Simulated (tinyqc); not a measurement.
Worked calculation: MP2 on RHF in the 6-311g basis, for HeH+, spin multiplicity 1. Computed by tinyqc, a small Python program that keeps every step (integrals from PySCF). Settings: charge = 1, multiplicity = 1, basis = 6-311g, method = RHF, energy threshold = 1e-10, iteration cap = 87, orthogonalisation = symmetric, start = atomic densities, DIIS depth = 6. Command: `OMP_NUM_THREADS=1 python tinyqc.py 24096 24097 out.jsonl` (the two numbers bound the seeds that draw the settings). One thread of a shared host (Intel(R) Xeon(R) Processor @ 2.60GHz), about 0.1 s of CPU time with the checks. The early iterations of the SCF are left out here.

## One-electron integrals

Geometry (angstrom):

| atom | x | y | z |
|---|---|---|---|
| He | 0.0000 | 0.0000 | 0.0000 |
| H | 0.0000 | 0.0000 | 1.0970 |

Basis 6-311g: exponents (1/bohr^2) and contraction coefficients of normalised primitives:

| element | l (shell) | exponent | coefficient |
|---|---|---|---|
| He | s (1) | 98.1243 | 0.0287 |
| He | s (1) | 14.7689 | 0.2081 |
| He | s (1) | 3.3188 | 0.8376 |
| He | s (2) | 0.8740 | 1.0000 |
| He | s (3) | 0.2446 | 1.0000 |
| H | s (1) | 33.8650 | 0.0255 |
| H | s (1) | 5.0948 | 0.1904 |
| H | s (1) | 1.1588 | 0.8522 |
| H | s (2) | 0.3258 | 1.0000 |
| H | s (3) | 0.1027 | 1.0000 |

Overlap, kinetic and nuclear-attraction integrals over the contracted functions; the nuclear repulsion is the sum of Za Zb / Rab.

nuclear repulsion = 0.964772 hartree

overlap S:
```
        1He 1s  1He 2s  1He 3s   2H 1s   2H 2s   2H 3s
1He 1s  1.0000  0.6805  0.3286  0.0153  0.1094  0.1182
1He 2s  0.6805  1.0000  0.7516  0.1034  0.3025  0.3238
1He 3s  0.3286  0.7516  1.0000  0.2559  0.5402  0.6391
2H 1s   0.0153  0.1034  0.2559  1.0000  0.7064  0.3737
2H 2s   0.1094  0.3025  0.5402  0.7064  1.0000  0.7890
2H 3s   0.1182  0.3238  0.6391  0.3737  0.7890  1.0000
```

kinetic energy T (hartree):
```
         1He 1s   1He 2s  1He 3s    2H 1s   2H 2s   2H 3s
1He 1s   6.8571   1.4395  0.2256  -0.0603  0.0142  0.0253
1He 2s   1.4395   1.3111  0.4309  -0.0751  0.0689  0.0658
1He 3s   0.2256   0.4309  0.3668   0.0649  0.1358  0.1100
2H 1s   -0.0603  -0.0751  0.0649   2.3043  0.5491  0.1063
2H 2s    0.0142   0.0689  0.1358   0.5491  0.4888  0.1849
2H 3s    0.0253   0.0658  0.1100   0.1063  0.1849  0.1541
```

nuclear attraction V (hartree):
```
         1He 1s   1He 2s   1He 3s    2H 1s    2H 2s    2H 3s
1He 1s  -7.7887  -3.7931  -1.6936  -0.0641  -0.5530  -0.5965
1He 2s  -3.7931  -3.4661  -2.1557  -0.2835  -0.8594  -0.8840
1He 3s  -1.6936  -2.1557  -2.0413  -0.6451  -1.1242  -1.1542
2H 1s   -0.0641  -0.2835  -0.6451  -3.0759  -1.7420  -0.8752
2H 2s   -0.5530  -0.8594  -1.1242  -1.7420  -1.8584  -1.3022
2H 3s   -0.5965  -0.8840  -1.1542  -0.8752  -1.3022  -1.2989
```

core Hamiltonian H = T + V (hartree):
```
         1He 1s   1He 2s   1He 3s    2H 1s    2H 2s    2H 3s
1He 1s  -0.9316  -2.3536  -1.4680  -0.1244  -0.5388  -0.5712
1He 2s  -2.3536  -2.1550  -1.7249  -0.3587  -0.7905  -0.8182
1He 3s  -1.4680  -1.7249  -1.6744  -0.5802  -0.9884  -1.0442
2H 1s   -0.1244  -0.3587  -0.5802  -0.7715  -1.1929  -0.7688
2H 2s   -0.5388  -0.7905  -0.9884  -1.1929  -1.3696  -1.1173
2H 3s   -0.5712  -0.8182  -1.0442  -0.7688  -1.1173  -1.1448
```

## Two-electron integrals

Functions are numbered as in S; the eight-fold symmetry (ij|kl) = (ji|kl) = (kl|ij) leaves the list below.

Two-electron integrals (ij|kl) in chemists' order, unique and non-zero (hartree):
```
(11|11) 2.3951     (21|11) 1.3473     (21|21) 0.7987     (22|11) 1.3584
(22|21) 0.8638     (22|22) 1.0549     (31|11) 0.6141     (31|21) 0.3686
(31|22) 0.4068     (31|31) 0.1707     (32|11) 0.8427     (32|21) 0.5470
(32|22) 0.7004     (32|31) 0.2594     (32|32) 0.4767     (33|11) 0.7670
(33|21) 0.5102     (33|22) 0.6976     (33|31) 0.2442     (33|32) 0.4947
(33|33) 0.5580     (41|11) 0.0237     (41|21) 0.0148     (41|22) 0.0174
(41|31) 0.0069     (41|32) 0.0114     (41|33) 0.0110     (41|41) 3.98e-04
(42|11) 0.0834     (42|21) 0.0559     (42|22) 0.0774     (42|31) 0.0268
(42|32) 0.0549     (42|33) 0.0614     (42|41) 0.0017     (42|42) 0.0122
(43|11) 0.1469     (43|21) 0.0995     (43|22) 0.1434     (43|31) 0.0480
(43|32) 0.1053     (43|33) 0.1274     (43|41) 0.0030     (43|42) 0.0258
(43|43) 0.0643     (44|11) 0.4824     (44|21) 0.3282     (44|22) 0.4811
(44|31) 0.1585     (44|32) 0.3593     (44|33) 0.4542     (44|41) 0.0098
(44|42) 0.0992     (44|43) 0.2805     (44|44) 1.3930     (51|11) 0.2001
(51|21) 0.1207     (51|22) 0.1342     (51|31) 0.0560     (51|32) 0.0858
(51|33) 0.0810     (51|41) 0.0025     (51|42) 0.0100     (51|43) 0.0175
(51|44) 0.0576     (51|51) 0.0190     (52|11) 0.3146     (52|21) 0.2056
(52|22) 0.2677     (52|31) 0.0977     (52|32) 0.1839     (52|33) 0.1941
(52|41) 0.0051     (52|42) 0.0277     (52|43) 0.0543     (52|44) 0.1903
(52|51) 0.0342     (52|52) 0.0800     (53|11) 0.3553     (53|21) 0.2380
(53|22) 0.3321     (53|31) 0.1142     (53|32) 0.2389     (53|33) 0.2782
(53|41) 0.0062     (53|42) 0.0421     (53|43) 0.0961     (53|44) 0.3733
(53|51) 0.0402     (53|52) 0.1092     (53|53) 0.1759     (54|11) 0.3404
(54|21) 0.2314     (54|22) 0.3381     (54|31) 0.1117     (54|32) 0.2515
(54|33) 0.3159     (54|41) 0.0068     (54|42) 0.0642     (54|43) 0.1760
(54|44) 0.8230     (54|51) 0.0405     (54|52) 0.1305     (54|53) 0.2513
(54|54) 0.5097     (55|11) 0.4714     (55|21) 0.3194     (55|22) 0.4615
(55|31) 0.1539     (55|32) 0.3408     (55|33) 0.4239     (55|41) 0.0089
(55|42) 0.0731     (55|43) 0.1914     (55|44) 0.8229     (55|51) 0.0550
(55|52) 0.1672     (55|53) 0.3111     (55|54) 0.5430     (55|55) 0.6441
(61|11) 0.2169     (61|21) 0.1307     (61|22) 0.1451     (61|31) 0.0606
(61|32) 0.0928     (61|33) 0.0876     (61|41) 0.0026     (61|42) 0.0100
(61|43) 0.0178     (61|44) 0.0586     (61|51) 0.0201     (61|52) 0.0356
(61|53) 0.0418     (61|54) 0.0413     (61|55) 0.0567     (61|61) 0.0216
(62|11) 0.3371     (62|21) 0.2202     (62|22) 0.2863     (62|31) 0.1046
(62|32) 0.1966     (62|33) 0.2075     (62|41) 0.0049     (62|42) 0.0252
(62|43) 0.0492     (62|44) 0.1700     (62|51) 0.0353     (62|52) 0.0794
(62|53) 0.1064     (62|54) 0.1182     (62|55) 0.1569     (62|61) 0.0377
(62|62) 0.0827     (63|11) 0.3996     (63|21) 0.2678     (63|22) 0.3745
(63|31) 0.1285     (63|32) 0.2700     (63|33) 0.3169     (63|41) 0.0063
(63|42) 0.0392     (63|43) 0.0875     (63|44) 0.3280     (63|51) 0.0437
(63|52) 0.1132     (63|53) 0.1768     (63|54) 0.2257     (63|55) 0.2952
(63|61) 0.0465     (63|62) 0.1166     (63|63) 0.1920     (64|11) 0.1799
(64|21) 0.1222     (64|22) 0.1782     (64|31) 0.0590     (64|32) 0.1324
(64|33) 0.1660     (64|41) 0.0036     (64|42) 0.0329     (64|43) 0.0893
(64|44) 0.4113     (64|51) 0.0214     (64|52) 0.0682     (64|53) 0.1304
(64|54) 0.2578     (64|55) 0.2799     (64|61) 0.0218     (64|62) 0.0620
(64|63) 0.1181     (64|64) 0.1308     (65|11) 0.3573     (65|21) 0.2417
(65|22) 0.3481     (65|31) 0.1165     (65|32) 0.2567     (65|33) 0.3193
(65|41) 0.0065     (65|42) 0.0504     (65|43) 0.1298     (65|44) 0.5437
(65|51) 0.0411     (65|52) 0.1217     (65|53) 0.2234     (65|54) 0.3658
(65|55) 0.4527     (65|61) 0.0427     (65|62) 0.1167     (65|63) 0.2190
(65|64) 0.1898     (65|65) 0.3251     (66|11) 0.3911     (66|21) 0.2647
(66|22) 0.3817     (66|31) 0.1275     (66|32) 0.2821     (66|33) 0.3547
(66|41) 0.0066     (66|42) 0.0482     (66|43) 0.1219     (66|44) 0.4940
(66|51) 0.0441     (66|52) 0.1260     (66|53) 0.2278     (66|54) 0.3401
(66|55) 0.4460     (66|61) 0.0464     (66|62) 0.1257     (66|63) 0.2372
(66|64) 0.1780     (66|65) 0.3318     (66|66) 0.3617
```

## Orthogonalisation

S = U s U^T; symmetric (Loewdin) form X = U s^(-1/2) U^T, so that X^T S X = 1.

eigenvalues of S: 0.0880  0.1292  0.4114  0.7057  1.5532  3.1125

X:
```
         1He 1s   1He 2s   1He 3s    2H 1s    2H 2s    2H 3s
1He 1s   1.3207  -0.6609   0.1774   0.0004   0.0191  -0.0441
1He 2s  -0.6609   1.9236  -0.8999   0.0682  -0.1148   0.1847
1He 3s   0.1774  -0.8999   1.8357  -0.0434  -0.0931  -0.5119
2H 1s    0.0004   0.0682  -0.0434   1.3732  -0.7387   0.1857
2H 2s    0.0191  -0.1148  -0.0931  -0.7387   2.0842  -0.8645
2H 3s   -0.0441   0.1847  -0.5119   0.1857  -0.8645   1.7342
```

## Iteration 8 (converged): orbitals

converged F (hartree):
```
         1He 1s   1He 2s   1He 3s    2H 1s    2H 2s    2H 3s
1He 1s   0.8591  -1.5422  -1.2649  -0.2094  -0.5508  -0.5636
1He 2s  -1.5422  -1.0850  -1.0663  -0.3589  -0.6022  -0.5971
1He 3s  -1.2649  -1.0663  -0.8445  -0.4162  -0.5910  -0.5689
2H 1s   -0.2094  -0.3589  -0.4162   0.1829  -0.5812  -0.4775
2H 2s   -0.5508  -0.6022  -0.5910  -0.5812  -0.5833  -0.5532
2H 3s   -0.5636  -0.5971  -0.5689  -0.4775  -0.5532  -0.5115
```

Diagonalise F' = X^T F X, C = X C', fill 1 alpha and 1 beta electrons from the bottom; D = 2 C_occ C_occ^T. Each column has its largest component positive (the first on a tie).

F' = X^T F X (hartree):
```
         1        2        3        4        5        6
1   3.3706  -3.2068  -0.0652   0.0347  -0.1111  -0.2136
2  -3.2068   1.7199  -1.0272  -0.0580  -0.2602   0.0314
3  -0.0652  -1.0272   0.0592  -0.1433  -0.0704  -0.1799
4   0.0347  -0.0580  -0.1433   1.0952  -1.0880   0.0160
5  -0.1111  -0.2602  -0.0704  -1.0880   0.4941  -0.3322
6  -0.2136   0.0314  -0.1799   0.0160  -0.3322  -0.1183
```

orbital energies (hartree): MO1 -1.4344, MO2 -0.3909, MO3 0.0216, MO4 0.5390, MO5 1.9624, MO6 5.9229

coefficients C:
```
            MO1      MO2      MO3      MO4      MO5      MO6
1He 1s   0.2563  -0.0992  -0.0022  -0.1369  -0.0132  -1.4562
1He 2s   0.5011  -0.1820  -0.0042  -1.1801  -0.2660   1.8031
1He 3s   0.3134  -0.4301  -0.1583   1.8255   0.2010  -0.8959
2H 1s    0.0709   0.2227  -0.1274   0.1011  -1.5455   0.0529
2H 2s    0.1287   0.5676  -1.2405  -0.1534   1.9343  -0.1286
2H 3s   -0.0218   0.5092   1.6229  -0.5609  -0.8980   0.2699
```

D after iteration 8:
```
         1He 1s   1He 2s   1He 3s    2H 1s    2H 2s    2H 3s
1He 1s   0.1314   0.2568   0.1606   0.0363   0.0660  -0.0112
1He 2s   0.2568   0.5022   0.3141   0.0710   0.1290  -0.0218
1He 3s   0.1606   0.3141   0.1965   0.0444   0.0807  -0.0136
2H 1s    0.0363   0.0710   0.0444   0.0100   0.0182  -0.0031
2H 2s    0.0660   0.1290   0.0807   0.0182   0.0331  -0.0056
2H 3s   -0.0112  -0.0218  -0.0136  -0.0031  -0.0056   0.0009
```

## Convergence

Stop when the energy changes by less than 1e-10 hartree and every element of the error matrix X^T (F D S - S D F) X is below 3e-06.

Course of the cycle:

| iteration | E (hartree) | change | largest element of the error matrix |
|---|---|---|---|
| 1 | -2.324414 | - | 1.38e-01 |
| 2 | -2.886173 | -5.62e-01 | 9.95e-02 |
| 3 | -2.892056 | -5.88e-03 | 2.88e-02 |
| 4 | -2.893290 | -1.23e-03 | 2.61e-03 |
| 5 | -2.893304 | -1.43e-05 | 3.26e-04 |
| 6 | -2.893304 | -5.99e-08 | 1.86e-05 |
| 7 | -2.893304 | -2.64e-10 | 1.68e-06 |
| 8 | -2.893304 | -4.12e-12 | 1.18e-08 |

PySCF RHF in the same basis = -2.893304 hartree

Converged in 8 iterations.

## Integrals over molecular orbitals

(pq|rs) = sum C_ip C_jq C_kr C_ls (ij|kl), one index at a time.

one-electron integrals over orbitals h = C^T H C (hartree):
```
         1        2        3        4        5        6
1  -2.4237   0.1576   0.0158   0.2305   0.0256   0.1588
2   0.1576  -1.2495   0.1571  -0.1767   0.0282  -0.0881
3   0.0158   0.1571  -0.6125  -0.0741  -0.1079   0.0207
4   0.2305  -0.1767  -0.0741  -0.5747  -0.0219  -0.3282
5   0.0256   0.0282  -0.1079  -0.0219   1.0501  -0.0674
6   0.1588  -0.0881   0.0207  -0.3282  -0.0674   3.8402
```

Two-electron integrals over orbitals (pq|rs), unique and non-zero (hartree):
```
(11|11) 0.9893      (21|11) -0.1576     (21|21) 0.0822      (22|11) 0.4704
(22|21) 0.0548      (22|22) 0.5802      (31|11) -0.0158     (31|21) -0.0207
(31|22) -0.0530     (31|31) 0.0154      (32|11) -0.0889     (32|21) -0.0253
(32|22) -0.1285     (32|31) 0.0253      (32|32) 0.0707      (33|11) 0.3248
(33|21) 0.0327      (33|22) 0.3894      (33|31) -0.0249     (33|32) -0.0530
(33|33) 0.3121      (41|11) -0.2305     (41|21) 0.0691      (41|22) -0.0344
(41|31) 0.0029      (41|32) 0.0041      (41|33) -0.0069     (41|41) 0.1181
(42|11) 0.1229      (42|21) -0.0168     (42|22) 0.0479      (42|31) -0.0097
(42|32) -0.0260     (42|33) 0.0200      (42|41) -0.0415     (42|42) 0.0318
(43|11) 0.0385      (43|21) -0.0240     (43|22) -0.0294     (43|31) 0.0114
(43|32) 0.0055      (43|33) -0.0169     (43|41) -0.0006     (43|42) 0.0017
(43|43) 0.0230      (44|11) 0.6159      (44|21) -0.0785     (44|22) 0.3624
(44|31) 2.22e-04    (44|32) -0.0513     (44|33) 0.2838      (44|41) -0.0844
(44|42) 0.0533      (44|43) 0.0402      (44|44) 0.4754      (51|11) -0.0256
(51|21) 0.0009      (51|22) -0.0290     (51|31) 0.0055      (51|32) 0.0207
(51|33) -0.0118     (51|41) 0.0093      (51|42) -0.0083     (51|43) 0.0033
(51|44) -0.0123     (51|51) 0.0175      (52|11) -0.0136     (52|21) -0.0330
(52|22) -0.0807     (52|31) 0.0252      (52|32) 0.0623      (52|33) -0.0407
(52|41) -0.0079     (52|42) -0.0207     (52|43) 0.0140      (52|44) -0.0022
(52|51) 0.0355      (52|52) 0.1099      (53|11) 0.0567      (53|21) 0.0326
(53|22) 0.1246      (53|31) -0.0251     (53|32) -0.0628     (53|33) 0.0587
(53|41) 0.0008      (53|42) 0.0211      (53|43) -0.0131     (53|44) 0.0326
(53|51) -0.0260     (53|52) -0.0781     (53|53) 0.0731      (54|11) 0.0156
(54|21) -0.0171     (54|22) -0.0341     (54|31) 0.0078      (54|32) 0.0183
(54|33) -0.0153     (54|41) -0.0095     (54|42) 0.0019      (54|43) 0.0061
(54|44) 0.0052      (54|51) 0.0102      (54|52) 0.0272      (54|53) -0.0237
(54|54) 0.0130      (55|11) 0.4649      (55|21) 0.1004      (55|22) 0.6652
(55|31) -0.0800     (55|32) -0.1926     (55|33) 0.4346      (55|41) -0.0108
(55|42) 0.0698      (55|43) -0.0444     (55|44) 0.3596      (55|51) -0.0661
(55|52) -0.2067     (55|53) 0.2192      (55|54) -0.0659     (55|55) 0.9349
(61|11) -0.1588     (61|21) 0.0582      (61|22) -0.0181     (61|31) 2.88e-04
(61|32) -0.0019     (61|33) 0.0017      (61|41) 0.1113      (61|42) -0.0375
(61|43) -1.35e-04   (61|44) -0.0670     (61|51) 0.0138      (61|52) -0.0061
(61|53) 0.0013      (61|54) -0.0084     (61|55) 0.0027      (61|61) 0.2030
(62|11) 0.0731      (62|21) -0.0259     (62|22) -0.0009     (62|31) -0.0010
(62|32) 0.0030      (62|33) -0.0029     (62|41) -0.0464     (62|42) 0.0154
(62|43) 4.22e-04    (62|44) 0.0286      (62|51) -0.0037     (62|52) 0.0024
(62|53) -0.0028     (62|54) 0.0041      (62|55) -0.0088     (62|61) -0.0721
(62|62) 0.0295      (63|11) -0.0102     (63|21) 0.0009      (63|22) 0.0027
(63|31) 4.04e-04    (63|32) 0.0019      (63|33) 0.0007      (63|41) -0.0009
(63|42) -0.0029     (63|43) -0.0050     (63|44) -0.0097     (63|51) -0.0013
(63|52) 3.44e-04    (63|53) -2.56e-04   (63|54) -0.0008     (63|55) 1.84e-04
(63|61) -0.0016     (63|62) -0.0009     (63|63) 0.0031      (64|11) 0.2198
(64|21) -0.0632     (64|22) 0.0421      (64|31) -0.0025     (64|32) -0.0104
(64|33) 0.0112      (64|41) -0.1045     (64|42) 0.0413      (64|43) 0.0030
(64|44) 0.0927      (64|51) -0.0116     (64|52) 0.0020      (64|53) 0.0051
(64|54) 0.0088      (64|55) 0.0272      (64|61) -0.1354     (64|62) 0.0527
(64|63) 0.0011      (64|64) 0.1178      (65|11) 0.0406      (65|21) -0.0098
(65|22) 0.0064      (65|31) -0.0014     (65|32) -0.0037     (65|33) 0.0018
(65|41) -0.0161     (65|42) 0.0074      (65|43) 0.0023      (65|44) 0.0188
(65|51) -0.0011     (65|52) -0.0027     (65|53) 0.0022      (65|54) 0.0009
(65|55) 0.0069      (65|61) -0.0168     (65|62) 0.0084      (65|63) -0.0013
(65|64) 0.0166      (65|65) 0.0043      (66|11) 1.1428      (66|21) -0.2239
(66|22) 0.4634      (66|31) -0.0094     (66|32) -0.0777     (66|33) 0.3120
(66|41) -0.3313     (66|42) 0.1540      (66|43) 0.0449      (66|44) 0.6843
(66|51) -0.0357     (66|52) 0.0021      (66|53) 0.0444      (66|54) 0.0271
(66|55) 0.4271      (66|61) -0.3685     (66|62) 0.1500      (66|63) -0.0087
(66|64) 0.3672      (66|65) 0.0595      (66|66) 1.5773
```

## Second-order Moller-Plesset energy

Hartree-Fock energy = -2.893304 hartree

E2 = sum_ijab (ia|jb) [2 (ia|jb) - (ib|ja)] / (e_i + e_j - e_a - e_b) over occupied i, j and virtual a, b; the opposite-spin part is (ia|jb)^2 / denominator, the rest is same-spin, and SCS-MP2 scales them by 6/5 and 1/3.

Terms:

| i | j | a | b | (ia\|jb) | (ib\|ja) | denominator | term |
|---|---|---|---|---|---|---|---|
| 1 | 1 | 4 | 4 | 0.1181 | 0.1181 | -3.9469 | -0.0035 |
| 1 | 1 | 2 | 2 | 0.0822 | 0.0822 | -2.0870 | -0.0032 |
| 1 | 1 | 6 | 6 | 0.2030 | 0.2030 | -14.7146 | -0.0028 |
| 1 | 1 | 4 | 2 | 0.0691 | 0.0691 | -3.0170 | -0.0016 |
| 1 | 1 | 2 | 4 | 0.0691 | 0.0691 | -3.0170 | -0.0016 |
| 1 | 1 | 4 | 6 | 0.1113 | 0.1113 | -9.3307 | -0.0013 |
| 1 | 1 | 6 | 4 | 0.1113 | 0.1113 | -9.3307 | -0.0013 |
| 1 | 1 | 6 | 2 | 0.0582 | 0.0582 | -8.4008 | -4.03e-04 |
| 1 | 1 | 2 | 6 | 0.0582 | 0.0582 | -8.4008 | -4.03e-04 |
| 1 | 1 | 2 | 3 | -0.0207 | -0.0207 | -2.4996 | -1.71e-04 |
| 1 | 1 | 3 | 2 | -0.0207 | -0.0207 | -2.4996 | -1.71e-04 |
| 1 | 1 | 3 | 3 | 0.0154 | 0.0154 | -2.9121 | -8.16e-05 |
| 1 | 1 | 5 | 5 | 0.0175 | 0.0175 | -6.7935 | -4.51e-05 |
| 1 | 1 | 5 | 6 | 0.0138 | 0.0138 | -10.7540 | -1.76e-05 |
| 1 | 1 | 6 | 5 | 0.0138 | 0.0138 | -10.7540 | -1.76e-05 |
| 1 | 1 | 5 | 4 | 0.0093 | 0.0093 | -5.3702 | -1.60e-05 |
| 1 | 1 | 4 | 5 | 0.0093 | 0.0093 | -5.3702 | -1.60e-05 |
| 1 | 1 | 3 | 5 | 0.0055 | 0.0055 | -4.8528 | -6.27e-06 |
| 1 | 1 | 5 | 3 | 0.0055 | 0.0055 | -4.8528 | -6.27e-06 |
| 1 | 1 | 3 | 4 | 0.0029 | 0.0029 | -3.4295 | -2.37e-06 |
| 1 | 1 | 4 | 3 | 0.0029 | 0.0029 | -3.4295 | -2.37e-06 |
| 1 | 1 | 2 | 5 | 0.0009 | 0.0009 | -4.4403 | -2.03e-07 |
| 1 | 1 | 5 | 2 | 0.0009 | 0.0009 | -4.4403 | -2.03e-07 |
| 1 | 1 | 6 | 3 | 2.88e-04 | 2.88e-04 | -8.8133 | -9.40e-09 |
| 1 | 1 | 3 | 6 | 2.88e-04 | 2.88e-04 | -8.8133 | -9.40e-09 |

Pair energies (hartree; pair i-j sums ij and ji):

| pair | opposite spin | same spin |
|---|---|---|
| 1-1 | -0.0168 | 0 |

MP2 correlation energy = -0.016751 hartree

SCS-MP2 correlation energy = -0.020102 hartree

MP2 total energy = -2.910055 hartree
